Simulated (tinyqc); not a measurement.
Worked calculation (part 2 of 2): coupled-perturbed Hartree-Fock on RHF in the 6-31g basis, for H4, spin multiplicity 1. Computed by tinyqc, a small Python program that keeps every step (integrals from PySCF). Command: `OMP_NUM_THREADS=1 python tinyqc.py 26167 26168 out.jsonl` (the two numbers bound the seeds that draw the settings). One thread of a shared host (Intel(R) Xeon(R) Processor @ 2.60GHz), about 0.1 s of CPU time with the checks.

Geometry (angstrom):
```
atom       x       y       z
H     0.0000  0.0000  0.0000
H     0.0000  0.0000  0.7450
H     0.0000  0.0000  1.7900
H     0.0000  0.0000  2.5350
```

## Iteration 1: diagonalisation and new density

Fock matrix F (hartree):
```
         1H 1s    1H 2s    2H 1s    2H 2s    3H 1s    3H 2s    4H 1s    4H 2s
1H 1s  -0.0182  -0.4802  -0.5384  -0.4778  -0.0618  -0.2141   0.0367  -0.0474
1H 2s  -0.4802  -0.3367  -0.5276  -0.3970  -0.1839  -0.2644  -0.0474  -0.1297
2H 1s  -0.5384  -0.5276  -0.0735  -0.5592  -0.2828  -0.3686  -0.0618  -0.1839
2H 2s  -0.4778  -0.3970  -0.5592  -0.4482  -0.3686  -0.3756  -0.2141  -0.2644
3H 1s  -0.0618  -0.1839  -0.2828  -0.3686  -0.0735  -0.5592  -0.5384  -0.5276
3H 2s  -0.2141  -0.2644  -0.3686  -0.3756  -0.5592  -0.4482  -0.4778  -0.3970
4H 1s   0.0367  -0.0474  -0.0618  -0.2141  -0.5384  -0.4778  -0.0182  -0.4802
4H 2s  -0.0474  -0.1297  -0.1839  -0.2644  -0.5276  -0.3970  -0.4802  -0.3367
```

X:
```
         1H 1s    1H 2s    2H 1s    2H 2s    3H 1s    3H 2s    4H 1s    4H 2s
1H 1s   1.3061  -0.4581  -0.1922  -0.0589   0.0249   0.1651  -0.0291  -0.0557
1H 2s  -0.4581   2.4454   0.1621  -2.0428   0.0141   0.9198  -0.0557  -0.3076
2H 1s  -0.1922   0.1621   1.3221  -0.6571  -0.0482   0.0728   0.0249   0.0141
2H 2s  -0.0589  -2.0428  -0.6571   4.4443   0.0728  -2.6948   0.1651   0.9198
3H 1s   0.0249   0.0141  -0.0482   0.0728   1.3221  -0.6571  -0.1922   0.1621
3H 2s   0.1651   0.9198   0.0728  -2.6948  -0.6571   4.4443  -0.0589  -2.0428
4H 1s  -0.0291  -0.0557   0.0249   0.1651  -0.1922  -0.0589   1.3061  -0.4581
4H 2s  -0.0557  -0.3076   0.0141   0.9198   0.1621  -2.0428  -0.4581   2.4454
```

Diagonalise F' = X^T F X, C = X C', fill 2 alpha and 2 beta electrons from the bottom; D = 2 C_occ C_occ^T. Each column has its largest component positive (the first on a tie).

F' = X^T F X (hartree):
```
         1        2        3        4        5        6        7        8
1   0.6516  -0.5363  -0.5146  -0.1834   0.1107   0.0746  -0.0198   0.0042
2  -0.5363   0.2636  -0.0689  -0.2243   0.0039  -0.0863   0.0042   0.0364
3  -0.5146  -0.0689   0.6609  -0.6338  -0.1847  -0.1016   0.1107   0.0039
4  -0.1834  -0.2243  -0.6338   0.5454  -0.1016  -0.2708   0.0746  -0.0863
5   0.1107   0.0039  -0.1847  -0.1016   0.6609  -0.6338  -0.5146  -0.0689
6   0.0746  -0.0863  -0.1016  -0.2708  -0.6338   0.5454  -0.1834  -0.2243
7  -0.0198   0.0042   0.1107   0.0746  -0.5146  -0.1834   0.6516  -0.5363
8   0.0042   0.0364   0.0039  -0.0863  -0.0689  -0.2243  -0.5363   0.2636
```

orbital energies (hartree): MO1 -0.6851, MO2 -0.4846, MO3 0.2154, MO4 0.4046, MO5 0.7944, MO6 1.0816, MO7 1.3579, MO8 1.5589

coefficients C:
```
          MO1      MO2      MO3      MO4      MO5      MO6      MO7      MO8
1H 1s  0.1766   0.2690   0.1274   0.1321   0.6288  -0.7411  -0.7241   0.6179
1H 2s  0.1086   0.2191   1.2068  -2.3336  -0.4149  -0.8484   1.1928  -1.4340
2H 1s  0.2476   0.2203  -0.1381   0.1685   0.4690  -0.3991   0.8434  -1.0017
2H 2s  0.2021   0.3187  -0.8941   3.4920  -0.4106   3.3049  -1.1526   2.6354
3H 1s  0.2476  -0.2203  -0.1381  -0.1685   0.4690   0.3991   0.8434   1.0017
3H 2s  0.2021  -0.3187  -0.8941  -3.4920  -0.4106  -3.3049  -1.1526  -2.6354
4H 1s  0.1766  -0.2690   0.1274  -0.1321   0.6288   0.7411  -0.7241  -0.6179
4H 2s  0.1086  -0.2191   1.2068   2.3336  -0.4149   0.8484   1.1928   1.4340
```

D after iteration 1:
```
         1H 1s    1H 2s    2H 1s    2H 2s    3H 1s    3H 2s    4H 1s    4H 2s
1H 1s   0.2070   0.1562   0.2059   0.2428  -0.0311  -0.1001  -0.0823  -0.0795
1H 2s   0.1562   0.1196   0.1503   0.1835  -0.0428  -0.0958  -0.0795  -0.0724
2H 1s   0.2059   0.1503   0.2196   0.2404   0.0256  -0.0403  -0.0311  -0.0428
2H 2s   0.2428   0.1835   0.2404   0.2848  -0.0403  -0.1215  -0.1001  -0.0958
3H 1s  -0.0311  -0.0428   0.0256  -0.0403   0.2196   0.2404   0.2059   0.1503
3H 2s  -0.1001  -0.0958  -0.0403  -0.1215   0.2404   0.2848   0.2428   0.1835
4H 1s  -0.0823  -0.0795  -0.0311  -0.1001   0.2059   0.2428   0.2070   0.1562
4H 2s  -0.0795  -0.0724  -0.0428  -0.0958   0.1503   0.1835   0.1562   0.1196
```

## Iteration 7 (converged): orbitals

converged F (hartree):
```
         1H 1s    1H 2s    2H 1s    2H 2s    3H 1s    3H 2s    4H 1s    4H 2s
1H 1s  -0.0377  -0.5058  -0.5622  -0.5033  -0.0819  -0.2308   0.0189  -0.0590
1H 2s  -0.5058  -0.3500  -0.5399  -0.4072  -0.1892  -0.2647  -0.0590  -0.1291
2H 1s  -0.5622  -0.5399  -0.1042  -0.5688  -0.2988  -0.3733  -0.0819  -0.1892
2H 2s  -0.5033  -0.4072  -0.5688  -0.4534  -0.3733  -0.3742  -0.2308  -0.2647
3H 1s  -0.0819  -0.1892  -0.2988  -0.3733  -0.1042  -0.5688  -0.5622  -0.5399
3H 2s  -0.2308  -0.2647  -0.3733  -0.3742  -0.5688  -0.4534  -0.5033  -0.4072
4H 1s   0.0189  -0.0590  -0.0819  -0.2308  -0.5622  -0.5033  -0.0377  -0.5058
4H 2s  -0.0590  -0.1291  -0.1892  -0.2647  -0.5399  -0.4072  -0.5058  -0.3500
```

As before.

F' = X^T F X (hartree):
```
         1        2        3        4        5        6        7        8
1   0.6526  -0.5553  -0.5263  -0.1976   0.0950   0.0726  -0.0314  -0.0024
2  -0.5553   0.2719  -0.0732  -0.2303   0.0019  -0.0773  -0.0024   0.0377
3  -0.5263  -0.0732   0.6248  -0.6209  -0.1987  -0.0957   0.0950   0.0019
4  -0.1976  -0.2303  -0.6209   0.5364  -0.0957  -0.2597   0.0726  -0.0773
5   0.0950   0.0019  -0.1987  -0.0957   0.6248  -0.6209  -0.5263  -0.0732
6   0.0726  -0.0773  -0.0957  -0.2597  -0.6209   0.5364  -0.1976  -0.2303
7  -0.0314  -0.0024   0.0950   0.0726  -0.5263  -0.1976   0.6526  -0.5553
8  -0.0024   0.0377   0.0019  -0.0773  -0.0732  -0.2303  -0.5553   0.2719
```

orbital energies (hartree): MO1 -0.7172, MO2 -0.5017, MO3 0.2188, MO4 0.4145, MO5 0.7859, MO6 1.0829, MO7 1.3460, MO8 1.5420

coefficients C:
```
          MO1      MO2      MO3      MO4      MO5      MO6      MO7      MO8
1H 1s  0.1931   0.2632   0.1248   0.1204   0.5789  -0.7175  -0.7610   0.6499
1H 2s  0.1161   0.1984   1.2020  -2.3220  -0.3361  -0.9005   1.2215  -1.4240
2H 1s  0.2585   0.2164  -0.1482   0.1770   0.5129  -0.4437   0.8123  -0.9822
2H 2s  0.1779   0.3693  -0.8889   3.4751  -0.4911   3.3954  -1.1289   2.5341
3H 1s  0.2585  -0.2164  -0.1482  -0.1770   0.5129   0.4437   0.8123   0.9822
3H 2s  0.1779  -0.3693  -0.8889  -3.4751  -0.4911  -3.3954  -1.1289  -2.5341
4H 1s  0.1931  -0.2632   0.1248  -0.1204   0.5789   0.7175  -0.7610  -0.6499
4H 2s  0.1161  -0.1984   1.2020   2.3220  -0.3361   0.9005   1.2215   1.4240
```

D after iteration 7:
```
         1H 1s    1H 2s    2H 1s    2H 2s    3H 1s    3H 2s    4H 1s    4H 2s
1H 1s   0.2131   0.1493   0.2137   0.2631  -0.0141  -0.1257  -0.0640  -0.0596
1H 2s   0.1493   0.1057   0.1459   0.1879  -0.0258  -0.1052  -0.0596  -0.0518
2H 1s   0.2137   0.1459   0.2273   0.2518   0.0400  -0.0678  -0.0141  -0.0258
2H 2s   0.2631   0.1879   0.2518   0.3361  -0.0678  -0.2094  -0.1257  -0.1052
3H 1s  -0.0141  -0.0258   0.0400  -0.0678   0.2273   0.2518   0.2137   0.1459
3H 2s  -0.1257  -0.1052  -0.0678  -0.2094   0.2518   0.3361   0.2631   0.1879
4H 1s  -0.0640  -0.0596  -0.0141  -0.1257   0.2137   0.2631   0.2131   0.1493
4H 2s  -0.0596  -0.0518  -0.0258  -0.1052   0.1459   0.1879   0.1493   0.1057
```

## Convergence

Stop when the energy changes by less than 1e-10 hartree and every element of the error matrix X^T (F D S - S D F) X is below 3e-06.

Course of the cycle:
```
iteration  E (hartree)     change  largest element of the error matrix
1            -2.130448          -                             1.75e-01
2            -2.213294  -8.28e-02                             2.99e-02
3            -2.215336  -2.04e-03                             3.17e-03
4            -2.215363  -2.71e-05                             2.77e-04
5            -2.215363  -2.96e-07                             1.40e-05
6            -2.215363  -5.45e-10                             7.76e-07
7            -2.215363  -3.46e-12                             7.01e-08
```

PySCF RHF in the same basis = -2.215363 hartree

Converged in 7 iterations.

## Populations, bond orders and dipole

overlap S:
```
        1H 1s   1H 2s   2H 1s   2H 2s   3H 1s   3H 2s   4H 1s   4H 2s
1H 1s  1.0000  0.6583  0.4508  0.5073  0.0177  0.1467  0.0004  0.0326
1H 2s  0.6583  1.0000  0.5073  0.8523  0.1467  0.3975  0.0326  0.1572
2H 1s  0.4508  0.5073  1.0000  0.6583  0.2255  0.3943  0.0177  0.1467
2H 2s  0.5073  0.8523  0.6583  1.0000  0.3943  0.7302  0.1467  0.3975
3H 1s  0.0177  0.1467  0.2255  0.3943  1.0000  0.6583  0.4508  0.5073
3H 2s  0.1467  0.3975  0.3943  0.7302  0.6583  1.0000  0.5073  0.8523
4H 1s  0.0004  0.0326  0.0177  0.1467  0.4508  0.5073  1.0000  0.6583
4H 2s  0.0326  0.1572  0.1467  0.3975  0.5073  0.8523  0.6583  1.0000
```

Mulliken: Z minus the diagonal of D S on the atom; Loewdin: the same with S^(1/2) D S^(1/2); Mayer order: 2 sum_s sum (D(s) S)_ij (D(s) S)_ji over the two atoms.

Charges (e):
```
atom  Mulliken  Loewdin
1H      0.0972  -0.0184
2H     -0.0972   0.0184
3H     -0.0972   0.0184
4H      0.0972  -0.0184
```

Mayer bond orders:
```
pair    order
2-1    1.0042
3-1   -0.0545
3-2   -0.0295
4-1    0.0341
4-2   -0.0545
4-3    1.0042
```

dipole moment about the origin, x y z (debye): 0.0000  0.0000  0.0000

## Integrals over molecular orbitals

core Hamiltonian H = T + V (hartree):
```
         1H 1s    1H 2s    2H 1s    2H 2s    3H 1s    3H 2s    4H 1s    4H 2s
1H 1s  -1.4608  -1.2512  -1.0812  -1.0499  -0.0753  -0.3634  -0.0027  -0.0943
1H 2s  -1.2512  -1.4283  -1.1409  -1.3692  -0.3711  -0.7302  -0.0943  -0.3151
2H 1s  -1.0812  -1.1409  -1.7579  -1.4434  -0.6130  -0.9083  -0.0753  -0.3711
2H 2s  -1.0499  -1.3692  -1.4434  -1.6689  -0.9083  -1.2833  -0.3634  -0.7302
3H 1s  -0.0753  -0.3711  -0.6130  -0.9083  -1.7579  -1.4434  -1.0812  -1.1409
3H 2s  -0.3634  -0.7302  -0.9083  -1.2833  -1.4434  -1.6689  -1.0499  -1.3692
4H 1s  -0.0027  -0.0943  -0.0753  -0.3634  -1.0812  -1.0499  -1.4608  -1.2512
4H 2s  -0.0943  -0.3151  -0.3711  -0.7302  -1.1409  -1.3692  -1.2512  -1.4283
```

Given earlier and not repeated: Two-electron integrals (ij|kl) in chemists' order.

(pq|rs) = sum C_ip C_jq C_kr C_ls (ij|kl), one index at a time.

one-electron integrals over orbitals h = C^T H C (hartree):
```
         1        2        3        4        5        6        7        8
1  -1.9935   0.0000   0.1612   0.0000  -0.1675   0.0000  -0.0895   0.0000
2   0.0000  -1.7300   0.0000  -0.1889   0.0000   0.1517   0.0000   0.0613
3   0.1612   0.0000  -1.1368   0.0000  -0.0900   0.0000   0.3068   0.0000
4   0.0000  -0.1889   0.0000  -0.7975   0.0000   0.0403   0.0000   0.2862
5  -0.1675   0.0000  -0.0900   0.0000  -0.7396   0.0000  -0.0567   0.0000
6   0.0000   0.1517   0.0000   0.0403   0.0000  -0.4186   0.0000   0.0246
7  -0.0895   0.0000   0.3068   0.0000  -0.0567   0.0000  -0.3402   0.0000
8   0.0000   0.0613   0.0000   0.2862   0.0000   0.0246   0.0000  -0.3346
```

Two-electron integrals over orbitals (pq|rs), unique and non-zero (hartree):
```
(11|11) 0.5144      (21|21) 0.1763      (22|11) 0.4691      (22|22) 0.4665
(31|11) -0.0674     (31|22) -0.0159     (31|31) 0.0639      (32|21) 0.0620
(32|32) 0.0617      (33|11) 0.3759      (33|22) 0.3647      (33|31) -0.0153
(33|33) 0.3358      (41|21) 0.0468      (41|32) -0.0122     (41|41) 0.0334
(42|11) 0.0874      (42|22) 0.0610      (42|31) -0.0390     (42|33) 0.0219
(42|42) 0.0446      (43|21) -0.0844     (43|32) -0.0556     (43|41) 3.81e-05
(43|43) 0.0925      (44|11) 0.3224      (44|22) 0.3226      (44|31) -0.0007
(44|33) 0.3059      (44|42) 0.0081      (44|44) 0.3007      (51|11) 0.0797
(51|22) 0.0840      (51|31) -1.87e-04   (51|33) 0.0388      (51|42) 0.0238
(51|44) 0.0320      (51|51) 0.0520      (52|21) 0.0801      (52|32) 0.0242
(52|41) 0.0262      (52|43) -0.0203     (52|52) 0.0585      (53|11) 0.0275
(53|22) 0.0295      (53|31) -7.25e-05   (53|33) 0.0135      (53|42) 0.0084
(53|44) 5.57e-05    (53|51) 0.0048      (53|53) 0.0179      (54|21) 0.0502
(54|32) 0.0208      (54|41) 0.0100      (54|43) -0.0372     (54|52) 0.0228
(54|54) 0.0230      (55|11) 0.4171      (55|22) 0.4009      (55|31) -0.0302
(55|33) 0.3272      (55|42) 0.0558      (55|44) 0.2877      (55|51) 0.0543
(55|53) 0.0298      (55|55) 0.3732      (61|21) -0.0503     (61|32) -0.0191
(61|41) -0.0139     (61|43) 0.0150      (61|52) -0.0434     (61|54) -0.0169
(61|61) 0.0353      (62|11) -0.0632     (62|22) -0.0756     (62|31) -0.0110
(62|33) -0.0385     (62|42) -0.0128     (62|44) -0.0302     (62|51) -0.0472
(62|53) -0.0115     (62|55) -0.0500     (62|62) 0.0509      (63|21) -0.0248
(63|32) -0.0194     (63|41) -1.16e-04   (63|43) 0.0110      (63|52) -0.0180
(63|54) -0.0032     (63|61) 0.0139      (63|63) 0.0148      (64|11) -0.0173
(64|22) -0.0162     (64|31) 0.0028      (64|33) -0.0047     (64|42) -0.0078
(64|44) -0.0044     (64|51) -0.0138     (64|53) 0.0026      (64|55) -0.0108
(64|62) 0.0101      (64|64) 0.0069      (65|21) -0.1288     (65|32) -0.0545
(65|41) -0.0284     (65|43) 0.0633      (65|52) -0.0572     (65|54) -0.0353
(65|61) 0.0355      (65|63) 0.0224      (65|65) 0.1093      (66|11) 0.3977
(66|22) 0.3962      (66|31) -0.0117     (66|33) 0.3218      (66|42) 0.0447
(66|44) 0.2836      (66|51) 0.0512      (66|53) 0.0300      (66|55) 0.3642
(66|62) -0.0488     (66|64) -0.0085     (66|66) 0.3662      (71|11) 0.0464
(71|22) 0.0019      (71|31) -0.0530     (71|33) 0.0124      (71|42) 0.0262
(71|44) 0.0119      (71|51) 0.0057      (71|53) -0.0185     (71|55) 0.0061
(71|62) 0.0113      (71|64) -0.0068     (71|66) -0.0108     (71|71) 0.0678
(72|21) -0.0392     (72|32) -0.0435     (72|41) 0.0076      (72|43) 0.0120
(72|52) -0.0272     (72|54) -0.0031     (72|61) 0.0200      (72|63) 0.0245
(72|65) 0.0424      (72|72) 0.0569      (73|11) -0.1078     (73|22) -0.0939
(73|31) 0.0215      (73|33) -0.0525     (73|42) -0.0336     (73|44) -0.0278
(73|51) -0.0421     (73|53) -0.0117     (73|55) -0.0710     (73|62) 0.0363
(73|64) 0.0095      (73|66) -0.0671     (73|71) -0.0156     (73|73) 0.0534
(74|21) -0.0032     (74|32) -0.0294     (74|41) 0.0202      (74|43) 0.0315
(74|52) 0.0090      (74|54) -0.0076     (74|61) -0.0052     (74|63) 0.0058
(74|65) 0.0107      (74|72) 0.0172      (74|74) 0.0331      (75|11) 0.0309
(75|22) -0.0133     (75|31) -0.0544     (75|33) -0.0030     (75|42) 0.0274
(75|44) -0.0075     (75|51) -0.0146     (75|53) -0.0089     (75|55) 0.0070
(75|62) 0.0285      (75|64) 2.04e-05    (75|66) -0.0111     (75|71) 0.0549
(75|73) -0.0026     (75|75) 0.0672      (76|21) 0.0448      (76|32) 0.0440
(76|41) -0.0057     (76|43) -0.0209     (76|52) 0.0329      (76|54) 0.0103
(76|61) -0.0266     (76|63) -0.0233     (76|65) -0.0441     (76|72) -0.0511
(76|74) -0.0170     (76|76) 0.0528      (77|11) 0.4648      (77|22) 0.4406
(77|31) -0.0390     (77|33) 0.3606      (77|42) 0.0638      (77|44) 0.3160
(77|51) 0.0850      (77|53) 0.0253      (77|55) 0.3943      (77|62) -0.0777
(77|64) -0.0182     (77|66) 0.3813      (77|71) 0.0273      (77|73) -0.1008
(77|75) 0.0037      (77|77) 0.4539      (81|21) -0.0193     (81|32) 0.0381
(81|41) -0.0341     (81|43) 0.0048      (81|52) -0.0055     (81|54) -0.0121
(81|61) 0.0013      (81|63) -0.0179     (81|65) -0.0028     (81|72) -0.0530
(81|74) -0.0296     (81|76) 0.0433      (81|81) 0.0764      (82|11) -0.0427
(82|22) 0.0049      (82|31) 0.0586      (82|33) -0.0029     (82|42) -0.0318
(82|44) -0.0068     (82|51) -0.0007     (82|53) 0.0177      (82|55) -0.0056
(82|62) -0.0173     (82|64) 0.0061      (82|66) 0.0151      (82|71) -0.0697
(82|73) 0.0087      (82|75) -0.0643     (82|77) -0.0176     (82|82) 0.0783
(83|21) 0.0826      (83|32) 0.0190      (83|41) 0.0298      (83|43) -0.0250
(83|52) 0.0462      (83|54) 0.0190      (83|61) -0.0312     (83|63) -0.0126
(83|65) -0.0586     (83|72) -0.0163     (83|74) 0.0162      (83|76) 0.0201
(83|81) -0.0192     (83|83) 0.0529      (84|11) -0.1031     (84|22) -0.0730
(84|31) 0.0415      (84|33) -0.0419     (84|42) -0.0406     (84|44) -0.0217
(84|51) -0.0274     (84|53) -0.0043     (84|55) -0.0621     (84|62) 0.0155
(84|64) 0.0085      (84|66) -0.0502     (84|71) -0.0385     (84|73) 0.0425
(84|75) -0.0343     (84|77) -0.0820     (84|82) 0.0395      (84|84) 0.0519
(85|21) 0.0121      (85|32) 0.0405      (85|41) -0.0204     (85|43) -0.0142
(85|52) 0.0112      (85|54) 2.51e-04    (85|61) -0.0111     (85|63) -0.0210
(85|65) -0.0216     (85|72) -0.0495     (85|74) -0.0271     (85|76) 0.0472
(85|81) 0.0573      (85|83) -0.0016     (85|85) 0.0534      (86|11) 0.0055
(86|22) -0.0258     (86|31) -0.0375     (86|33) -0.0121     (86|42) 0.0156
(86|44) -0.0063     (86|51) -0.0127     (86|53) -0.0165     (86|55) -0.0122
(86|62) 0.0269      (86|64) -0.0017     (86|66) -0.0249     (86|71) 0.0482
(86|73) 0.0059      (86|75) 0.0525      (86|77) -0.0141     (86|82) -0.0553
(86|84) -0.0210     (86|86) 0.0473      (87|21) -0.1738     (87|32) -0.0553
(87|41) -0.0495     (87|43) 0.0885      (87|52) -0.0901     (87|54) -0.0561
(87|61) 0.0638      (87|63) 0.0245      (87|65) 0.1286      (87|72) 0.0283
(87|74) -0.0052     (87|76) -0.0426     (87|81) 0.0380      (87|83) -0.0930
(87|85) -0.0028     (87|87) 0.2039      (88|11) 0.5295      (88|22) 0.4861
(88|31) -0.0656     (88|33) 0.3860      (88|42) 0.0902      (88|44) 0.3366
(88|51) 0.1082      (88|53) 0.0201      (88|55) 0.4271      (88|62) -0.0893
(88|64) -0.0261     (88|66) 0.4054      (88|71) 0.0621      (88|73) -0.1276
(88|75) 0.0287      (88|77) 0.5065      (88|82) -0.0536     (88|84) -0.1175
(88|86) 0.0066      (88|88) 0.5902
```

## Response to a field: uncoupled start

dipole integrals <a|z|i> (bohr):
```
         i1       i2
a3   0.0000  -1.4784
a4   0.3004   0.0000
a5   0.0000  -0.0967
a6   0.0836   0.0000
a7   0.0000   0.2347
a8  -0.1412   0.0000
```

Field along z; U_ai = -mu_ai / (e_a - e_i), alpha = -4 sum U_ai mu_ai.

uncoupled U:
```
         i1       i2
a3   0.0000   2.0519
a4  -0.2655   0.0000
a5   0.0000   0.0751
a6  -0.0464   0.0000
a7   0.0000  -0.1270
a8   0.0625   0.0000
```

uncoupled polarisability = 12.6525 bohr^3

## Coupled step 1

U_ai = -(mu_ai + sum_bj [4 (ai|bj) - (ab|ij) - (aj|bi)] U_bj) / (e_a - e_i); alpha = -4 sum U_ai mu_ai.

U after step 1:
```
         i1       i2
a3   0.0000   2.5761
a4  -0.4555   0.0000
a5   0.0000   0.0211
a6  -0.0097   0.0000
a7   0.0000  -0.1016
a8   0.0636   0.0000
```

polarisability = 15.9245 bohr^3

## Coupled step 2

As before.

U after step 2:
```
         i1       i2
a3   0.0000   2.7330
a4  -0.5253   0.0000
a5   0.0000   0.0001
a6   0.0052   0.0000
a7   0.0000  -0.0892
a8   0.0601   0.0000
```

polarisability = 16.9095 bohr^3

## Coupled polarisability

Repeat until U stops changing; compare with -d2E/dF2.

Course of the coupled iterations:
```
step  alpha (bohr^3)
0            12.6525
1            15.9245
2            16.9095
3            17.2187
4            17.3168
5            17.3481
6            17.3580
7            17.3612
8            17.3622
9            17.3626
10           17.3627
11           17.3627
12           17.3627
13           17.3627
14           17.3627
15           17.3627
16           17.3627
17           17.3627
```

coupled polarisability = 17.3627 bohr^3

finite-field check, fields of +/-0.001 au = 17.3628 bohr^3
